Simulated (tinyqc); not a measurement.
What moves the results: Kane-Mele model of a buckled honeycomb layer in a normal field. A value that a table varies takes the place of the one given here.

Sublattices A and B lie at +/-b, so the field gives them the energies +/-D, D = e b Ez (in eV for b in angstrom and Ez in V/angstrom); 2 lam is the gap at zero field. Near the valleys tau = +/-1, for spin sz = +/-1: H = hbar v (tau qx sx + qy sy) + m sz_AB with m = D - tau sz lam, hbar v = (sqrt3/2) a t. On the lattice the spin-orbit term is the second-neighbour hopping i (lam/3 sqrt3) nu sz, nu = +/-1 by the sense of the turn. The filled band of one cone contributes tau sign(m)/2 to the Chern number, in the sense Omega = curl of i<u|grad u>. Rashba terms are left out.

Zigzag ribbon of N chains, sites A1, B1, A2, ...; k in 1/a. Bonds -2t cos(k/2) (A_n to B_n) and -t (B_n to A_(n+1)); diagonal +/-(D + 2 l2 sz sin k) on A and B; A_n to A_(n+1): -2 l2 sz sin(k/2), B_n to B_(n+1): the opposite; l2 = lam/(3 sqrt3).

Constants: kB = 8.617333262e-05 eV/K; hbar^2/2m0 = 3.80998211 eV angstrom^2.

Values chosen for the exercise (of the size used for germanene; shifted at random, so the results belong to these values and not to a real crystal): a = 3.97 angstrom (lattice constant); t = 1.38 eV (hopping); lam = 0.033 eV (spin-orbit half gap); b = 0.33 angstrom (half the buckling height); Ez = 0.041 V/angstrom (normal field at the atoms, after screening; 0.01 is 1 MV/cm, and gates reach some 0.05); N = 12 (chains).

## Edge bands of a zigzag ribbon

The two middle levels for each spin, and the weight of the upper one on the half of the ribbon that holds A1.

Middle levels (meV):

| k/pi | up, lower | up, upper | up, weight | down, lower | down, upper | down, weight |
|---|---|---|---|---|---|---|
| 0.6 | -368.438 | 368.438 | 0.53 | -366.115 | 366.115 | 0.49 |
| 0.7 | -104.327 | 104.327 | 0.66 | -96.230 | 96.230 | 0.43 |
| 0.8 | -36.018 | 36.018 | 1.00 | -9.251 | 9.251 | 0.02 |
| 0.9 | -25.301 | 25.301 | 1.00 | -1.755 | 1.755 | 1.00 |
| 1.0 | -13.528 | 13.528 | 1.00 | -13.528 | 13.528 | 1.00 |
| 1.1 | -1.755 | 1.755 | 1.00 | -25.301 | 25.301 | 1.00 |
| 1.2 | -9.251 | 9.251 | 0.02 | -36.018 | 36.018 | 1.00 |
| 1.3 | -96.230 | 96.230 | 0.43 | -104.327 | 104.327 | 0.66 |
| 1.4 | -366.115 | 366.115 | 0.49 | -368.438 | 368.438 | 0.53 |

For spin up the upper level changes from one edge to the other between k/pi = 1.1 and 1.2: the two edge bands cross there and each joins valence to conduction band. Spin down mirrors this about k = pi, so each edge carries a counter-moving pair. At k = pi the levels are -13.528 and 13.528 meV, with D = 13.530 meV and lam = 33 meV.

## Closing and reopening the gap

Ez = f lam/b. Gap 2 |D - lam|, second gap 2 (D + lam), Z2 index, and the temperature at which kB T equals the gap.

Against field:

| f | Ez (V/angstrom) | gap (meV) | second gap (meV) | Z2 | gap/kB (K) |
|---|---|---|---|---|---|
| 0.00 | 0 | 66.000 | 66.000 | 1 | 765.9 |
| 0.25 | 0.0250 | 49.500 | 82.500 | 1 | 574.4 |
| 0.50 | 0.0500 | 33.000 | 99.000 | 1 | 382.9 |
| 0.75 | 0.0750 | 16.500 | 115.500 | 1 | 191.5 |
| 0.90 | 0.0900 | 6.600 | 125.400 | 1 | 76.6 |
| 1.10 | 0.110 | 6.600 | 138.600 | 0 | 76.6 |
| 1.50 | 0.150 | 33.000 | 165.000 | 0 | 382.9 |
| 2.00 | 0.200 | 66.000 | 198.000 | 0 | 765.9 |
| 3.00 | 0.300 | 132.000 | 264.000 | 0 | 1531.8 |

The gap closes at Ez = 0.1 V/angstrom, 10 MV/cm at the atoms (the applied field must be larger by the screening), and is back at its zero-field size at twice that. At zero field it is 66.0 meV, above kB T at 300 K (25.9 meV).

## What each parameter does

Smaller and larger gap, hbar v, and the mass 2c|m|/(hbar v)^2 at the smaller gap, c = hbar^2/2m0. Each row changes one parameter from the base and keeps the others.

Results:

| case | smaller gap (meV) | larger gap (meV) | hbar v (eV angstrom) | mass (m0) |
|---|---|---|---|---|
| base | 38.940 | 93.060 | 4.7446 | 0.00659 |
| a = 4.367 angstrom | 38.940 | 93.060 | 5.2191 | 0.00545 |
| t = 1.518 eV | 38.940 | 93.060 | 5.2191 | 0.00545 |
| lam = 0.0363 eV | 45.540 | 99.660 | 4.7446 | 0.00771 |
| Ez = 0.0451 V/angstrom | 36.234 | 95.766 | 4.7446 | 0.00613 |

The largest shifts from the base row, up to three for each result and ties (the steps differ in size, so this ranks the rows, not the parameters). smaller gap (meV): lam +6.600, Ez -2.706; unchanged at the printed digits by a and t. larger gap (meV): lam +6.600, Ez +2.706; unchanged at the printed digits by a and t. hbar v (eV angstrom): t +0.4745, a +0.4745; unchanged at the printed digits by lam and Ez. mass (m0): t -0.00114, a -0.00114, lam +0.00112.

Run: tinyqc, `OMP_NUM_THREADS=1 python tinyqc.py 1480114 1480115 out.jsonl`; Intel(R) Xeon(R) Processor @ 2.30GHz, one thread, shared host; about 0.01 s of CPU time with all checks.
